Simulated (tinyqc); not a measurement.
Round nanowire with a gate all round, subbands and threshold shift from confinement: two steps of the calculation.

Undoped body with a flat potential across it, hard walls, transport along x. One isotropic valley (g = 1, mx = my = mz = me). Non-parabolicity enters the subband edges through E (1 + al E) = gamma, so E = 2 gamma/(1 + sqrt(1 + 4 al gamma)); motion within a subband is taken as parabolic with the band-edge mass. Energies are counted from the bulk band edge.

Values chosen for this exercise; masses close to those of InAs:

| symbol | value | unit | meaning |
|---|---|---|---|
| T | 300 | K | temperature |
| me | 0.0228 | m0 | mass at the band edge |
| al | 2.6 | 1/eV | non-parabolicity |
| t | 14.4 | nm | diameter |
| dl | 0.2 | nm | widening of the box by penetration into the insulator |

Constants: q = 1.602176634e-19 C, kB = 1.380649e-23 J/K, hbar = 1.054571817e-34 J s, m0 = 9.1093837015e-31 kg, Vt = kB T/q, hbar^2/(2 m0) = 0.0380998212 eV nm^2. Results are converted to the units shown.

Question 1. Lowest subbands. gamma = C (2 z/(t + dl))^2 (1/my + 1/mz)/2, z the zeros of the Bessel functions J_l (2.404826, 3.831706, 5.135622, 5.520078, ...), twofold for l > 0; the mean inverse mass is an approximation for anisotropic valleys, C = hbar^2/(2 m0). List the 5 lowest, labelled by quantum numbers, with degeneracy g and N_k: N_k = g sqrt(2 mx m0 kB T/(pi hbar^2)).

Give: E_k; g; N_k.

Answer 1.

E_k, subband 0,1 to 3,1 (eV): [0.1344, 0.2704, 0.4036, 0.4437, 0.5343]
g, subband 0,1 to 3,1: [1, 2, 2, 1, 2]
N_k, subband 0,1 to 3,1 (cm^-1): [7.017e5, 1.403e6, 1.403e6, 7.017e5, 1.403e6]

Question 2. Threshold shift. Each subband has N_k = g sqrt(2 mx m0 kB T/(pi hbar^2)); without degeneracy n = exp(EF/Vt) sum N_k exp(-E_k/Vt). Classical value Nc times pi t^2/4, Nc = sum over valleys of 2 g (m m0 kB T/(2 pi hbar^2))^1.5 with m = (mx my mz)^(1/3). Threshold shift dVT = Vt ln(classical value/sum N_k exp(-E_k/Vt)). Use the subbands listed.

E_k, subband 0,1 to 3,1 (eV): [0.13438935, 0.27035381, 0.40357487, 0.44368291, 0.53427800]
N_k, subband 0,1 to 3,1 (cm^-1): [7.0174300e5, 1.4034860e6, 1.4034860e6, 7.0174300e5, 1.4034860e6]

Give: shares; sum N_k exp(-E_k/Vt); Nc; classical value; dVT.

Answer 2.

shares, subband 0,1 to 3,1 (%): [98.96, 1.03, 0.01, 0.00, 0.00]
sum N_k exp(-E_k/Vt) = 3918 cm^-1
Nc = 8.639e16 cm^-3
classical value = 1.407e5 cm^-1
dVT = 92.58 mV

Range of the model: Non-parabolicity also makes carriers heavier within each subband, which is left out, so densities of states are understated at high energy.

Program tinyqc, `OMP_NUM_THREADS=1 python tinyqc.py 2350014 2350015 out.jsonl`; Intel Xeon 2.30GHz, shared host, one thread, about 0.1 s.
